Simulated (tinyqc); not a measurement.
Raman shift of the zone-centre optical phonon of a diamond-structure crystal under stress. From mean shift back to stress sigma (tension positive). Computed by tinyqc, a small Python program. Command: `OMP_NUM_THREADS=1 python tinyqc.py 3012990 3012991 out.jsonl ramanstress inv`. One thread of a shared host (Intel(R) Xeon(R) Processor @ 2.30GHz), about 0.01 s of CPU time with the checks.

Axes x, y, z are the cube axes. Strain shifts the threefold optical mode and can split it; p, q and r are the phonon deformation potentials.

Inputs (values chosen for the exercise, modelled on silicon): unstrained frequency omega_0 = 521.4 1/cm; p/omega_0^2 = -1.83; q/omega_0^2 = -2.24; C11 = 166.5 GPa; C12 = 63.62 GPa; C44 = 79.66 GPa.

Stress state: uniaxial. Axis: [110].

Method:
- S11 = (C11 + C12)/D, S12 = -C12/D, D = (C11 - C12)(C11 + 2 C12), S44 = 1/C44.
- Uniaxial stress along the unit vector n of the axis: sigma_ij = sigma n_i n_j.
- eps_xx = S11 sigma_xx + S12 (sigma_yy + sigma_zz), and cyclic; eps_xy = S44 sigma_xy/2 (tensor strain).
- gamma = -(p + 2q)/(6 omega_0^2); the mean of the three shifts is -gamma omega_0 x (volume strain).

Task: A run gave the result below. Find the stress sigma (tension positive), known to lie between -1.6 and -0.77 GPa.

mean shift = 1.850135 1/cm

Result:

Each step takes the trial c = (a f_b - b f_a)/(f_b - f_a), f being the result less the target; c replaces end b, the old b replaces a if the sign of f changed, and otherwise f_a is halved.

Scan of the range:
```
stress sigma (tension positive) (GPa)  mean shift (1/cm)
-1.600                                           2.98680
-1.460                                           2.72545
-1.320                                           2.46411
-1.190                                           2.22143
-1.050                                           1.96009
-0.908                                           1.69501
-0.770                                           1.43740
```

False position (Illinois rule) inside the bracket:
```
step  end a   end b      trial  mean shift (1/cm)
1     -1.05  -0.908  -0.991100           1.850135
```

Mean shift falls at every point of a 13-point scan of the range (every second point is shown), so one value fits; it is bracketed by -1.05 and -0.908. The scan shows a straight line, so linear interpolation between any two rows gives the answer at once. Answer: stress sigma (tension positive) = -0.9911 GPa.
